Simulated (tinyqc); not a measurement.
Trap density from the capacitance step.

Problem. A junction with shallow donors Nd and a deep trap has C_HF = eps0 eps_r/W and C_LF = eps0 eps_r (Nd + Nt)/(Nd W + Nt xt), xt = W - lam. Find W, xt and Nt.

Inputs (values chosen for the exercise): relative permittivity eps_r = 9.64; shallow donor density Nd = 1e17 cm^-3.

Constants: eps0 = 8.8541878128e-14 F/cm where lengths are in cm. Results are converted to the units shown.

C_HF = 82.338278 nF/cm^2
C_LF = 89.628087 nF/cm^2
lam = 64.640182 nm

Solution. C_HF gives W. With y = C_LF/C_HF, Nt/Nd = (y - 1)/(1 - y xt/W).

W = 103.7 nm
xt = 39.02 nm
Nt = 1.500e16 cm^-3

Computed by the program tinyqc: `OMP_NUM_THREADS=1 python tinyqc.py 2050152 2050153 out.jsonl`, one thread of a shared Intel Xeon 2.30GHz, about 0.01 s for the whole run.
